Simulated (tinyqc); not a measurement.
Width from the threshold shift.

Problem. Undoped body with a flat potential across it, hard walls, transport along x. One isotropic valley (g = 1, mx = my = mz = me). Non-parabolicity enters the subband edges through E (1 + al E) = gamma, so E = 2 gamma/(1 + sqrt(1 + 4 al gamma)); motion within a subband is taken as parabolic with the band-edge mass. Energies are counted from the bulk band edge. gamma = C pi^2 [a^2/(my (t + dl)^2) + b^2/(mz (H + dl)^2)], C = hbar^2/(2 m0). Each subband has N_k = g sqrt(2 mx m0 kB T/(pi hbar^2)); without degeneracy n = exp(EF/Vt) sum N_k exp(-E_k/Vt). Classical value Nc times t H, Nc = sum over valleys of 2 g (m m0 kB T/(2 pi hbar^2))^1.5 with m = (mx my mz)^(1/3). Threshold shift dVT = Vt ln(classical value/sum N_k exp(-E_k/Vt)). Find t and the lowest subband edge.

Values chosen for this exercise; masses close to those of In0.53Ga0.47As:
- T = 300 K (temperature)
- me = 0.0418 m0 (mass at the band edge)
- al = 1.3 1/eV (non-parabolicity)
- dl = 0.2 nm (widening of the box by penetration into the insulator)
- H = 17.6 nm (height (along z))

Constants: q = 1.602176634e-19 C, kB = 1.380649e-23 J/K, hbar = 1.054571817e-34 J s, m0 = 9.1093837015e-31 kg, Vt = kB T/q, hbar^2/(2 m0) = 0.0380998212 eV nm^2. Results are converted to the units shown.

dVT = 90.987149 mV

Answer. dVT is evaluated for trial values of t with all subbands; between 1.5 and 25 nm one value matches.

t = 8.800 nm
E_1 = 120.6 meV

Numbers from tinyqc (`OMP_NUM_THREADS=1 python tinyqc.py 2350060 2350061 out.jsonl`; about 0.09 s on one thread of a shared Intel Xeon 2.30GHz).
